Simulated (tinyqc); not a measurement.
Debye-Callaway model of lattice thermal conductivity: one step, computed by the program tinyqc.

Three acoustic branches with one velocity v, cut at omega_D = k_B Theta/hbar; x = hbar omega/(k_B T). v and Theta are separate inputs: Theta cuts off the heat-carrying modes, so C need not reach 3 k_B/V. gamma is an effective value that sets the umklapp rate. Heat flows along the wire.

Task: Scattering rates at one frequency. Rates: point defects A omega^4; umklapp B omega^2 T exp(-Theta/(b T)) with B = hbar gamma^2/(M v^2 Theta); normal processes f_N B omega^2 T (T/Theta)^2. Boundaries: v/Lambda_B with Lambda_B = D (1 + p)/(1 - p). The resistive time is tau_R = 1/(boundary + point-defect + umklapp rates), and the free path is v tau_R.

Inputs (values chosen for the exercise, modelled on magnesium oxide):

| quantity | value | unit |
|---|---|---|
| sound velocity v | 6930 | m/s |
| Debye temperature Theta | 753 | K |
| mean atomic mass M | 20.15 | u |
| effective Grueneisen parameter gamma | 3.79 | - |
| umklapp exponent divisor b | 3 | - |
| wire diameter D | 0.85 | micrometre |
| specularity p | 0.8 | - |
| normal-process factor f_N | 1.4 | - |
| temperature T | 150 | K |
| probe frequency omega/omega_D | 0.5 | - |

Sample: wire. Point defects: alloy. Normal processes: included.

Rayleigh coefficient A = 5.175878e-45 s^3

Constants: k_B = 1.380649e-23 J/K; hbar = 1.054571817e-34 J s; u = 1.6605390666e-27 kg.

Give: omega; Rates; tau_R; free path.

Result:

omega = 4.929e+13 rad/s

Rates:

| process | rate (1/s) | rate x tau_R |
|---|---|---|
| boundaries | 9.059e+08 | 0.007738 |
| point defects | 3.055e+10 | 0.2610 |
| umklapp | 8.560e+10 | 0.7313 |
| normal | 2.535e+10 | 0.2165 |

tau_R = 8.542e-12 s

free path = 59.20 nm

The strongest resistive process at this frequency: umklapp, 73 % of the resistive rate.
